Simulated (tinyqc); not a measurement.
Semiconductor laser, carrier and photon rate equations: two steps of the calculation.

Carrier density N and photon density S in one mode: dN/dt = F1 = eta I/(q V) - (A N + B N^2 + C N^3) - vg g S; dS/dt = F2 = G vg g S + G be B N^2 - S/tp, with g = g0 ln(N/Ntr)/(1 + ec S). Output power P = Fo Eph S V/(G tp). No heating, no carrier transport.

Values chosen for this exercise: active volume V = 2.7e-11 cm^3; confinement factor G = 0.038; group velocity vg = 7.33e9 cm/s; gain coefficient g0 = 1200 1/cm; transparency density Ntr = 2.1e18 cm^-3; gain compression ec = 7.4e-18 cm^3; photon lifetime tp = 2.4 ps; defect recombination coefficient A = 1.1e8 1/s; radiative coefficient B = 1.1e-10 cm^3/s; Auger coefficient C = 4.1e-30 cm^6/s; share of spontaneous emission into the mode be = 9.4e-5; injection efficiency eta = 0.71; drive current I = 100 mA; time step dt = 7 ps.

Constants: q = 1.602176634e-19 C. Results are converted to the units shown.

Question 1. Steady state by Newton steps. Jacobian, with a = g0/(N (1 + ec S)) and d = g/(1 + ec S): J11 = -(A + 2 B N + 3 C N^2) - vg a S, J12 = -vg d, J21 = G vg a S + 2 G be B N, J22 = G vg d - 1/tp. Solve J d = -F and add d to (N, S).

(N, S) at the start (Nth and the estimate of S): N (1e18 cm^-3) 7.305, S (1e15 cm^-3) 0.743

Give: F1, F2; J; (N, S) after iteration 1.

Answer 1.

F1, F2 (1e27 cm^-3/s): 0.03847  -0.001661

J (1/ns):
```
	N	S
F1	-3.263	-1.085e4
F2	0.03382	-4.530
```

(N, S) after iteration 1: N (1e18 cm^-3) 7.353, S (1e15 cm^-3) 0.7322

Question 2. One Runge-Kutta step of a transient. y = (N, S), k1 = F(y), k2 = F(y + dt k1/2), k3 = F(y + dt k2/2), k4 = F(y + dt k3), y(new) = y + dt (k1 + 2 k2 + 2 k3 + k4)/6.

(N, S) at the start: N (1e18 cm^-3) 7.501, S (1e15 cm^-3) 0.366

Give: slopes per ps, N in 1e18 and S in 1e15 cm^-3; (N, S) after the step.

Answer 2.

slopes per ps, N in 1e18 and S in 1e15 cm^-3:
```
	dN/dt	dS/dt
k1	0.0035808	0.0028457
k2	0.0034336	0.0031201
k3	0.0034243	0.0031182
k4	0.0032679	0.0034001
```

(N, S) after the step: N (1e18 cm^-3) 7.5250, S (1e15 cm^-3) 0.38784

Numbers from tinyqc (`OMP_NUM_THREADS=1 python tinyqc.py 2840108 2840109 out.jsonl`; about 0.01 s on one thread of a shared Intel Xeon 2.30GHz).
